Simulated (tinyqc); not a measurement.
Worked calculation (part 1 of 2): RHF in the sto-6g basis, for BeH2, spin multiplicity 1. Computed by tinyqc, a small Python program that keeps every step (integrals from PySCF). Settings: charge = 0, multiplicity = 1, basis = sto-6g, energy threshold = 1e-08, iteration cap = 73, orthogonalisation = canonical, start = atomic densities, DIIS depth = 6, shift = 0.2, method = RHF. Command: `OMP_NUM_THREADS=1 python tinyqc.py 25991 25992 out.jsonl` (the two numbers bound the seeds that draw the settings). One thread of a shared host (Intel(R) Xeon(R) Processor @ 2.60GHz), about 0.1 s of CPU time with the checks. Later iterations appear only in the table of the cycle.

## One-electron integrals

Geometry (angstrom):
```
atom        x         y        z
Be    0.00000   0.00000  0.00000
H     0.00000   1.42900  0.11700
H     0.00000  -1.42900  0.11700
```

Basis sto-6g: exponents (1/bohr^2) and contraction coefficients of normalised primitives:
```
element  l (shell)   exponent  coefficient
Be           s (1)  312.87049      0.00916
Be           s (1)   57.36446      0.04936
Be           s (1)   16.04851      0.16854
Be           s (1)    5.51310      0.37056
Be           s (1)    2.14090      0.41649
Be           s (1)    0.88174      0.13033
Be           s (2)   13.63325     -0.01325
Be           s (2)    2.69838     -0.04699
Be           s (2)    0.83865     -0.03379
Be           s (2)    0.32266      0.25024
Be           s (2)    0.14013      0.59512
Be           s (2)    0.06423      0.24071
Be           p (3)   13.63325      0.00376
Be           p (3)    2.69838      0.03768
Be           p (3)    0.83865      0.17390
Be           p (3)    0.32266      0.41804
Be           p (3)    0.14013      0.42586
Be           p (3)    0.06423      0.10171
H            s (1)   35.52322      0.00916
H            s (1)    6.51314      0.04936
H            s (1)    1.82214      0.16854
H            s (1)    0.62596      0.37056
H            s (1)    0.24308      0.41649
H            s (1)    0.10011      0.13033
```

Overlap, kinetic and nuclear-attraction integrals over the contracted functions; the nuclear repulsion is the sum of Za Zb / Rab.

nuclear repulsion = 3.1377801 hartree

overlap S, lower triangle:
```
          1Be 1s   1Be 2s  1Be 2px   1Be 2py  1Be 2pz    2H 1s    3H 1s
1Be 1s   1.00000
1Be 2s   0.25476  1.00000
1Be 2px  0.00000  0.00000  1.00000
1Be 2py  0.00000  0.00000  0.00000   1.00000
1Be 2pz  0.00000  0.00000  0.00000   0.00000  1.00000
2H 1s    0.05856  0.42347  0.00000   0.49573  0.04059  1.00000
3H 1s    0.05856  0.42347  0.00000  -0.49573  0.04059  0.02797  1.00000
```

kinetic energy T (hartree), lower triangle:
```
           1Be 1s   1Be 2s  1Be 2px   1Be 2py  1Be 2pz     2H 1s    3H 1s
1Be 1s    6.76875
1Be 2s   -0.20738  0.22012
1Be 2px   0.00000  0.00000  0.66127
1Be 2py   0.00000  0.00000  0.00000   0.66127
1Be 2pz   0.00000  0.00000  0.00000   0.00000  0.66127
2H 1s    -0.01379  0.05546  0.00000   0.16299  0.01334   0.76852
3H 1s    -0.01379  0.05546  0.00000  -0.16299  0.01334  -0.00683  0.76852
```

nuclear attraction V (hartree), lower triangle:
```
            1Be 1s    1Be 2s   1Be 2px   1Be 2py   1Be 2pz     2H 1s     3H 1s
1Be 1s   -15.45295
1Be 2s    -1.83878  -3.00128
1Be 2px    0.00000   0.00000  -2.93088
1Be 2py    0.00000   0.00000   0.00000  -3.14041
1Be 2pz   -0.00270  -0.02238   0.00000   0.00000  -2.93228
2H 1s     -0.46136  -1.20812   0.00000  -1.38670  -0.11585  -2.89325
3H 1s     -0.46136  -1.20812   0.00000   1.38670  -0.11585  -0.08992  -2.89325
```

core Hamiltonian H = T + V (hartree), lower triangle:
```
           1Be 1s    1Be 2s   1Be 2px   1Be 2py   1Be 2pz     2H 1s     3H 1s
1Be 1s   -8.68419
1Be 2s   -2.04617  -2.78116
1Be 2px   0.00000   0.00000  -2.26961
1Be 2py   0.00000   0.00000   0.00000  -2.47915
1Be 2pz  -0.00270  -0.02238   0.00000   0.00000  -2.27102
2H 1s    -0.47515  -1.15266   0.00000  -1.22370  -0.10250  -2.12473
3H 1s    -0.47515  -1.15266   0.00000   1.22370  -0.10250  -0.09674  -2.12473
```

## Two-electron integrals

Functions are numbered as in S; the eight-fold symmetry (ij|kl) = (ji|kl) = (kl|ij) leaves the list below.

Two-electron integrals (ij|kl) in chemists' order, unique and non-zero (hartree):
```
(11|11) 2.30000    (21|11) 0.36188    (21|21) 0.07193    (22|11) 0.57033
(22|21) 0.13965    (22|22) 0.41777    (31|31) 0.01525    (32|31) 0.02255
(32|32) 0.09234    (33|11) 0.57033    (33|21) 0.13965    (33|22) 0.41777
(33|33) 0.45012    (41|41) 0.01525    (42|41) 0.02255    (42|42) 0.09234
(43|43) 0.02426    (44|11) 0.57033    (44|21) 0.13965    (44|22) 0.41777
(44|33) 0.40160    (44|44) 0.45012    (51|51) 0.01525    (52|51) 0.02255
(52|52) 0.09234    (53|53) 0.02426    (54|54) 0.02426    (55|11) 0.57033
(55|21) 0.13965    (55|22) 0.41777    (55|33) 0.40160    (55|44) 0.40160
(55|55) 0.45012    (61|11) 0.08555    (61|21) 0.01651    (61|22) 0.03191
(61|33) 0.03164    (61|41) 0.00163    (61|42) 0.00315    (61|44) 0.03243
(61|51) 0.00013    (61|52) 0.00026    (61|54) 0.00006    (61|55) 0.03165
(61|61) 0.00401    (62|11) 0.20029    (62|21) 0.04979    (62|22) 0.16152
(62|33) 0.15549    (62|41) 0.00693    (62|42) 0.04038    (62|44) 0.17346
(62|51) 0.00057    (62|52) 0.00331    (62|54) 0.00147    (62|55) 0.15561
(62|61) 0.01262    (62|62) 0.09213    (63|31) 0.00487    (63|32) 0.02199
(63|43) 0.00705    (63|53) 0.00058    (63|63) 0.00858    (64|11) 0.21301
(64|21) 0.05364    (64|22) 0.18188    (64|33) 0.17120    (64|41) 0.01122
(64|42) 0.06294    (64|44) 0.20312    (64|51) 0.00052    (64|52) 0.00335
(64|54) 0.00204    (64|55) 0.17131    (64|61) 0.01428    (64|62) 0.11815
(64|64) 0.15668    (65|11) 0.01744    (65|21) 0.00439    (65|22) 0.01489
(65|33) 0.01402    (65|41) 0.00052    (65|42) 0.00335    (65|44) 0.01548
(65|51) 0.00491    (65|52) 0.02226    (65|54) 0.00717    (65|55) 0.01518
(65|61) 0.00117    (65|62) 0.00967    (65|64) 0.01213    (65|65) 0.00958
(66|11) 0.36675    (66|21) 0.09304    (66|22) 0.33659    (66|33) 0.31229
(66|41) 0.01542    (66|42) 0.11474    (66|44) 0.38471    (66|51) 0.00126
(66|52) 0.00939    (66|54) 0.00593    (66|55) 0.31277    (66|61) 0.02444
(66|62) 0.24283    (66|64) 0.33084    (66|65) 0.02709    (66|66) 0.77500
(71|11) 0.08555    (71|21) 0.01651    (71|22) 0.03191    (71|33) 0.03164
(71|41) -0.00163   (71|42) -0.00315   (71|44) 0.03243    (71|51) 0.00013
(71|52) 0.00026    (71|54) -0.00006   (71|55) 0.03165    (71|61) 0.00363
(71|62) 0.01047    (71|64) 0.01082    (71|65) 0.00098    (71|66) 0.01927
(71|71) 0.00401    (72|11) 0.20029    (72|21) 0.04979    (72|22) 0.16152
(72|33) 0.15549    (72|41) -0.00693   (72|42) -0.04038   (72|44) 0.17346
(72|51) 0.00057    (72|52) 0.00331    (72|54) -0.00147   (72|55) 0.15561
(72|61) 0.01047    (72|62) 0.04851    (72|64) 0.04961    (72|65) 0.00501
(72|66) 0.09446    (72|71) 0.01262    (72|72) 0.09213    (73|31) 0.00487
(73|32) 0.02199    (73|43) -0.00705   (73|53) 0.00058    (73|63) 0.00360
(73|73) 0.00858    (74|11) -0.21301   (74|21) -0.05364   (74|22) -0.18188
(74|33) -0.17120   (74|41) 0.01122    (74|42) 0.06294    (74|44) -0.20312
(74|51) -0.00052   (74|52) -0.00335   (74|54) 0.00204    (74|55) -0.17131
(74|61) -0.01082   (74|62) -0.04961   (74|64) -0.04863   (74|65) -0.00505
(74|66) -0.09499   (74|71) -0.01428   (74|72) -0.11815   (74|74) 0.15668
(75|11) 0.01744    (75|21) 0.00439    (75|22) 0.01489    (75|33) 0.01402
(75|41) -0.00052   (75|42) -0.00335   (75|44) 0.01548    (75|51) 0.00491
(75|52) 0.02226    (75|54) -0.00717   (75|55) 0.01518    (75|61) 0.00098
(75|62) 0.00501    (75|64) 0.00505    (75|65) 0.00411    (75|66) 0.00998
(75|71) 0.00117    (75|72) 0.00967    (75|74) -0.01213   (75|75) 0.00958
(76|11) 0.01625    (76|21) 0.00393    (76|22) 0.01171    (76|33) 0.01147
(76|44) 0.01215    (76|51) 0.00009    (76|52) 0.00041    (76|55) 0.01150
(76|61) 0.00091    (76|62) 0.00476    (76|64) 0.00550    (76|65) 0.00054
(76|66) 0.01053    (76|71) 0.00091    (76|72) 0.00476    (76|74) -0.00550
(76|75) 0.00054    (76|76) 0.00034    (77|11) 0.36675    (77|21) 0.09304
(77|22) 0.33659    (77|33) 0.31229    (77|41) -0.01542   (77|42) -0.11474
(77|44) 0.38471    (77|51) 0.00126    (77|52) 0.00939    (77|54) -0.00593
(77|55) 0.31277    (77|61) 0.01927    (77|62) 0.09446    (77|64) 0.09499
(77|65) 0.00998    (77|66) 0.18513    (77|71) 0.02444    (77|72) 0.24283
(77|74) -0.33084   (77|75) 0.02709    (77|76) 0.01053    (77|77) 0.77500
```

## Orthogonalisation

S = U s U^T; canonical form X = U s^(-1/2), so that X^T S X = 1. Each column of U has its largest component positive (the first on a tie).

eigenvalues of S: 0.28480  0.38535  0.93724  1.00000  1.00795  1.68723  1.69743

X:
```
                1         2         3        4         5         6        7
1Be 1s    0.00000  -0.34189   0.89675  0.00000  -0.30673   0.00000  0.25041
1Be 2s    0.00000   1.16683  -0.10032  0.00000  -0.05176   0.00000  0.52239
1Be 2px   0.00000   0.00000   0.00000  1.00000   0.00000   0.00000  0.00000
1Be 2py   1.31171   0.00000   0.00000  0.00000   0.00000   0.54978  0.00000
1Be 2pz   0.00000   0.09826   0.33930  0.00000   0.93728   0.00000  0.04130
2H 1s    -0.94621  -0.74397  -0.26231  0.00000   0.09178   0.38107  0.35484
3H 1s     0.94621  -0.74397  -0.26231  0.00000   0.09178  -0.38107  0.35484
```

## Starting guess

The start is atomic minimal-basis densities projected into this basis (PySCF's MINAO start) and scaled to the electron count of each spin; this density is not idempotent, so its energy is not variational and may lie below the converged one.

D at the start, lower triangle:
```
           1Be 1s    1Be 2s  1Be 2px   1Be 2py  1Be 2pz    2H 1s    3H 1s
1Be 1s    2.14865
1Be 2s   -0.50817   2.02027
1Be 2px   0.00000   0.00000  0.00000
1Be 2py   0.00000   0.00000  0.00000   0.00337
1Be 2pz   0.00184  -0.00434  0.00000   0.00000  0.00003
2H 1s    -0.02852   0.13666  0.00000   0.03863  0.00281  0.89215
3H 1s    -0.02852   0.13666  0.00000  -0.03863  0.00281  0.00746  0.89215
```

## Iteration 1: building the Fock matrix

J_ij = sum D_kl (ij|kl), K_ij = sum D_kl (ik|jl); F = H + J - 0.5 K; E = tr D H + tr D J / 2 - 0.25 tr D K + E_nn.

Coulomb J (hartree), lower triangle:
```
          1Be 1s   1Be 2s  1Be 2px   1Be 2py  1Be 2pz    2H 1s    3H 1s
1Be 1s   6.51574
1Be 2s   1.18682  2.64263
1Be 2px  0.00000  0.00000  2.59428
1Be 2py  0.00000  0.00000  0.00000   2.73837
1Be 2pz  0.00254  0.01860  0.00000   0.00000  2.59525
2H 1s    0.27844  1.05778  0.00000   1.21164  0.10135  2.35424
3H 1s    0.27844  1.05778  0.00000  -1.21164  0.10135  0.07676  2.35424
```

exchange K (hartree), lower triangle:
```
          1Be 1s   1Be 2s  1Be 2px   1Be 2py  1Be 2pz    2H 1s    3H 1s
1Be 1s   4.72618
1Be 2s   0.76681  1.11094
1Be 2px  0.00000  0.00000  0.22441
1Be 2py  0.00000  0.00000  0.00000   0.54129
1Be 2pz  0.00299  0.02148  0.00000   0.00000  0.22653
2H 1s    0.20305  0.61259  0.00000   0.41708  0.03528  0.96575
3H 1s    0.20305  0.61259  0.00000  -0.41708  0.03528  0.13426  0.96575
```

Fock matrix F (hartree), lower triangle:
```
           1Be 1s    1Be 2s  1Be 2px   1Be 2py   1Be 2pz     2H 1s     3H 1s
1Be 1s   -4.53154
1Be 2s   -1.24276  -0.69400
1Be 2px   0.00000   0.00000  0.21247
1Be 2py   0.00000   0.00000  0.00000  -0.01142
1Be 2pz  -0.00165  -0.01453  0.00000   0.00000   0.21097
2H 1s    -0.29824  -0.40118  0.00000  -0.22060  -0.01880  -0.25337
3H 1s    -0.29824  -0.40118  0.00000   0.22060  -0.01880  -0.08711  -0.25337
```

total energy of this density = -15.5192254 hartree

This density is the starting one; it is not idempotent, so its energy is not variational and may lie below the converged one.

## Iteration 1: diagonalisation and new density

A level shift of 0.2 hartree raises the virtual space: F + shift (S - S D(s) S), with D(s) the density of one spin (D/2). Diagonalise F' = X^T F X, C = X C', fill 3 alpha and 3 beta electrons from the bottom; D = 2 C_occ C_occ^T. Each column has its largest component positive (the first on a tie).

F' = X^T F X (hartree), lower triangle:
```
         1         2         3        4         5         6         7
1  0.96651
2  0.00000   0.37609
3  0.00000   0.57744  -3.18108
4  0.00000   0.00000   0.00000  0.41247
5  0.00000  -0.17486   1.31255  0.00000  -0.07206
6  0.15125   0.00000   0.00000  0.00000   0.00000  -0.11926
7  0.00000   0.13063  -1.47241  0.00000   0.58569   0.00000  -1.34018
```

orbital energies (hartree): MO1 -4.53675, MO2 -0.56275, MO3 -0.13994, MO4 0.39807, MO5 0.41247, MO6 0.48421, MO7 0.98719

coefficients C:
```
             MO1       MO2       MO3       MO4      MO5       MO6       MO7
1Be 1s   0.99348  -0.23320   0.00000   0.08254  0.00000  -0.17214   0.00000
1Be 2s   0.02401   0.67802   0.00000  -0.45415  0.00000   0.99025   0.00000
1Be 2px  0.00000   0.00000   0.00000   0.00000  1.00000   0.00000   0.00000
1Be 2py  0.00000   0.00000   0.36706   0.00000  0.00000   0.00000   1.37408
1Be 2pz  0.00047   0.00717   0.00000   0.89162  0.00000   0.45819   0.00000
2H 1s    0.00095   0.32227   0.50571   0.31159  0.00000  -0.74544  -0.88588
3H 1s    0.00095   0.32227  -0.50571   0.31159  0.00000  -0.74544   0.88588
```

D after iteration 1, lower triangle:
```
           1Be 1s   1Be 2s  1Be 2px   1Be 2py  1Be 2pz     2H 1s    3H 1s
1Be 1s    2.08278
1Be 2s   -0.26852  0.92059
1Be 2px   0.00000  0.00000  0.00000
1Be 2py   0.00000  0.00000  0.00000   0.26946
1Be 2pz  -0.00240  0.00975  0.00000   0.00000  0.00010
2H 1s    -0.14842  0.43706  0.00000   0.37125  0.00463   0.71921
3H 1s    -0.14842  0.43706  0.00000  -0.37125  0.00463  -0.30378  0.71921
```

## Iteration 2: building the Fock matrix

As before.

Coulomb J (hartree), lower triangle:
```
          1Be 1s   1Be 2s  1Be 2px   1Be 2py  1Be 2pz    2H 1s    3H 1s
1Be 1s   6.40848
1Be 2s   1.16972  2.62093
1Be 2px  0.00000  0.00000  2.55549
1Be 2py  0.00000  0.00000  0.00000   2.75071
1Be 2pz  0.00391  0.02598  0.00000   0.00000  2.55659
2H 1s    0.27489  1.06639  0.00000   1.23180  0.10367  2.41014
3H 1s    0.27489  1.06639  0.00000  -1.23180  0.10367  0.07671  2.41014
```

exchange K (hartree), lower triangle:
```
          1Be 1s   1Be 2s  1Be 2px   1Be 2py  1Be 2pz    2H 1s    3H 1s
1Be 1s   4.65041
1Be 2s   0.74225  0.90019
1Be 2px  0.00000  0.00000  0.16739
1Be 2py  0.00000  0.00000  0.00000   0.88590
1Be 2pz  0.00088  0.03512  0.00000   0.00000  0.16946
2H 1s    0.18246  0.59023  0.00000   0.64571  0.03855  1.13073
3H 1s    0.18246  0.59023  0.00000  -0.64571  0.03855  0.00680  1.13073
```

Fock matrix F (hartree), lower triangle:
```
           1Be 1s    1Be 2s  1Be 2px   1Be 2py   1Be 2pz     2H 1s     3H 1s
1Be 1s   -4.60091
1Be 2s   -1.24757  -0.61033
1Be 2px   0.00000   0.00000  0.20218
1Be 2py   0.00000   0.00000  0.00000  -0.17139
1Be 2pz   0.00076  -0.01396  0.00000   0.00000   0.20084
2H 1s    -0.29149  -0.38138  0.00000  -0.31476  -0.01811  -0.27996
3H 1s    -0.29149  -0.38138  0.00000   0.31476  -0.01811  -0.02344  -0.27996
```

total energy of this density = -15.6811427 hartree

## Iteration 2: DIIS over 2 matrices

error matrix X^T (FDS - SDF) X:
```
         1         2         3        4         5         6         7
1  0.00000   0.00000   0.00000  0.00000   0.00000  -0.17869   0.00000
2  0.00000   0.00000  -0.05672  0.00000   0.01811   0.00000   0.09367
3  0.00000   0.05672   0.00000  0.00000  -0.01036   0.00000   0.00724
4  0.00000   0.00000   0.00000  0.00000   0.00000   0.00000   0.00000
5  0.00000  -0.01811   0.01036  0.00000   0.00000   0.00000  -0.01345
6  0.17869   0.00000   0.00000  0.00000   0.00000   0.00000   0.00000
7  0.00000  -0.09367  -0.00724  0.00000   0.01345   0.00000   0.00000
```

B (overlaps of the stored error matrices):
```
               1              2
1  6.4518544e-01  1.3296984e-01
2  1.3296984e-01  8.9182049e-02
```

Minimise |sum c_i e_i|^2 with sum c_i = 1: solve [B -1; -1 0][c; lambda] = [0; -1] with B_ij = tr e_i^T e_j, and take F = sum c_i F_i.

DIIS coefficients: -0.09348  1.09348

extrapolated F (hartree), lower triangle:
```
           1Be 1s    1Be 2s  1Be 2px   1Be 2py   1Be 2pz     2H 1s     3H 1s
1Be 1s   -4.60740
1Be 2s   -1.24802  -0.60251
1Be 2px   0.00000   0.00000  0.20122
1Be 2py   0.00000   0.00000  0.00000  -0.18634
1Be 2pz   0.00099  -0.01391  0.00000   0.00000   0.19989
2H 1s    -0.29086  -0.37953  0.00000  -0.32356  -0.01805  -0.28244
3H 1s    -0.29086  -0.37953  0.00000   0.32356  -0.01805  -0.01748  -0.28244
```

## Iteration 2: diagonalisation and new density

As before.

F' = X^T F X (hartree), lower triangle:
```
         1         2         3        4         5         6         7
1  1.00761
2  0.00000   0.52327
3  0.00000   0.57291  -3.23633
4  0.00000   0.00000   0.00000  0.40122
5  0.00000  -0.18903   1.33358  0.00000  -0.09071
6  0.09670   0.00000   0.00000  0.00000   0.00000  -0.40076
7  0.00000   0.18655  -1.51972  0.00000   0.59233   0.00000  -1.23971
```

orbital energies (hartree): MO1 -4.60880, MO2 -0.44289, MO3 -0.40737, MO4 0.39810, MO5 0.40122, MO6 0.61012, MO7 1.01422

coefficients C:
```
              MO1       MO2       MO3       MO4      MO5       MO6       MO7
1Be 1s    0.99497  -0.21447   0.00000   0.03322  0.00000  -0.20190   0.00000
1Be 2s    0.02024   0.61548   0.00000  -0.15899  0.00000   1.11473   0.00000
1Be 2px   0.00000   0.00000   0.00000   0.00000  1.00000   0.00000   0.00000
1Be 2py   0.00000   0.00000   0.45906   0.00000  0.00000   0.00000   1.34614
1Be 2pz   0.00004   0.01130   0.00000   0.98568  0.00000   0.18249   0.00000
2H 1s    -0.00245   0.36722   0.44470   0.07874  0.00000  -0.78458  -0.91802
3H 1s    -0.00245   0.36722  -0.44470   0.07874  0.00000  -0.78458   0.91802
```

D after iteration 2, lower triangle:
```
           1Be 1s   1Be 2s  1Be 2px   1Be 2py  1Be 2pz     2H 1s    3H 1s
1Be 1s    2.07193
1Be 2s   -0.22372  0.75845
1Be 2px   0.00000  0.00000  0.00000
1Be 2py   0.00000  0.00000  0.00000   0.42148
1Be 2pz  -0.00476  0.01391  0.00000   0.00000  0.00026
2H 1s    -0.16239  0.45194  0.00000   0.40829  0.00830   0.66523
3H 1s    -0.16239  0.45194  0.00000  -0.40829  0.00830  -0.12580  0.66523
```

## Iteration 9 (converged): orbitals

converged F (hartree), lower triangle:
```
           1Be 1s    1Be 2s  1Be 2px   1Be 2py   1Be 2pz     2H 1s     3H 1s
1Be 1s   -4.59320
1Be 2s   -1.24900  -0.58522
1Be 2px   0.00000   0.00000  0.20995
1Be 2py   0.00000   0.00000  0.00000  -0.19804
1Be 2pz   0.00175  -0.01678  0.00000   0.00000   0.20813
2H 1s    -0.29209  -0.38028  0.00000  -0.32133  -0.02093  -0.27999
3H 1s    -0.29209  -0.38028  0.00000   0.32133  -0.02093  -0.03375  -0.27999
```

Diagonalise F' = X^T F X, C = X C', fill 3 alpha and 3 beta electrons from the bottom; D = 2 C_occ C_occ^T. Each column has its largest component positive (the first on a tie).

F' = X^T F X (hartree), lower triangle:
```
         1         2         3        4         5         6         7
1  0.81361
2  0.00000   0.34298
3  0.00000   0.52995  -3.24956
4  0.00000   0.00000   0.00000  0.20995
5  0.00000  -0.17519   1.27495  0.00000  -0.26228
6  0.04783   0.00000   0.00000  0.00000   0.00000  -0.40066
7  0.00000   0.21969  -1.51665  0.00000   0.57835   0.00000  -1.24083
```

orbital energies (hartree): MO1 -4.59477, MO2 -0.44143, MO3 -0.40254, MO4 0.20665, MO5 0.20995, MO6 0.41986, MO7 0.81549

coefficients C:
```
              MO1       MO2       MO3       MO4      MO5       MO6       MO7
1Be 1s    0.99467  -0.20756   0.00000   0.03688  0.00000  -0.20979   0.00000
1Be 2s    0.02130   0.57258   0.00000  -0.16949  0.00000   1.13583   0.00000
1Be 2px   0.00000   0.00000   0.00000   0.00000  1.00000   0.00000   0.00000
1Be 2py   0.00000   0.00000   0.49780   0.00000  0.00000   0.00000   1.33230
1Be 2pz  -0.00013   0.01903   0.00000   0.98515  0.00000   0.18467   0.00000
2H 1s    -0.00236   0.39632   0.41796   0.07447  0.00000  -0.77072  -0.93050
3H 1s    -0.00236   0.39632  -0.41796   0.07447  0.00000  -0.77072   0.93050
```

D after iteration 9, lower triangle:
```
           1Be 1s   1Be 2s  1Be 2px   1Be 2py  1Be 2pz     2H 1s    3H 1s
1Be 1s    2.06492
1Be 2s   -0.19533  0.65660
1Be 2px   0.00000  0.00000  0.00000
1Be 2py   0.00000  0.00000  0.00000   0.49562
1Be 2pz  -0.00815  0.02178  0.00000   0.00000  0.00072
2H 1s    -0.16922  0.45375  0.00000   0.41613  0.01508   0.66354
3H 1s    -0.16922  0.45375  0.00000  -0.41613  0.01508  -0.03524  0.66354
```
